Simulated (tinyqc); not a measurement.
Binding against well width: donor or exciton in a quantum well (variational effective-mass method). Computed by tinyqc, a small Python program. Command: `OMP_NUM_THREADS=1 python tinyqc.py 3010178 3010179 out.jsonl welldonor walk`. One thread of a shared host (Intel(R) Xeon(R) Processor @ 2.30GHz), about 0.03 s of CPU time with the checks.

H = -nabla^2 - 2/|r - r_i| + V(z) in effective units; trial function psi = f(z) exp(-|r - r_i|/lambda), f the ground state of the well. Mass and screening are the same in well and barrier; l = L/a* is the width in effective units. Bands are flat: no polarisation or applied field.

Inputs (values chosen for the exercise, for a model semiconductor):

| quantity | value | unit |
|---|---|---|
| electron mass m | 0.221 | m_0 |
| dielectric constant eps | 12.5 | - |
| well width L | 6 | nm |
| donor position z_i/L from the centre | 0.1 | - |

Centre: donor. Barriers: infinite.

Constants: Ry = 13.605693123 eV; a_0 = 0.529177210903 angstrom; hbar^2/(2 m_0) = 3.80998212 eV angstrom^2.

Method:
- Ry* = Ry m/eps^2, a* = a_0 eps/m; l = L/a*.
- k = pi/l; f = cos(k z) inside and zero outside; subband energy k^2 Ry*.
- Binding E_b(lambda) = -1/lambda^2 + 4 A/(lambda B), with A = int f^2 exp(-2 s/lambda) dz, B = int f^2 exp(-2 s/lambda)(1 + 2 s/lambda) dz and s = |z - z_i|; 40 Gauss-Legendre points on each piece between the walls at z = -l/2 and l/2 and z_i.
- Each row maximises over lambda (golden section, 0.3 to 4).

a* = 2.99308 nm

Ry* = 19.2439 meV

Against width:

| L (nm) | lambda (a*) | binding (Ry*) | binding (meV) |
|---|---|---|---|
| 0.9 | 0.6475 | 3.0125 | 57.973 |
| 1.8 | 0.7420 | 2.5387 | 48.855 |
| 3.3 | 0.8488 | 2.0995 | 40.403 |
| 6.0 | 0.9608 | 1.6991 | 32.697 |
| 11.0 | 1.0425 | 1.3726 | 26.413 |
| 19.0 | 1.0539 | 1.1739 | 22.590 |

What does the comparison show, and why?

The binding is largest in the narrowest well, 3.013 Ry* at 0.90 nm, on the way to 4. In the widest well it is 1.174 Ry*. In the narrow rows the confinement energy passes real barrier heights: infinite walls and a parabolic band fail, and with real barriers the binding peaks and falls.

Extremes, crossings and ranges named in words are read from the listed rows.
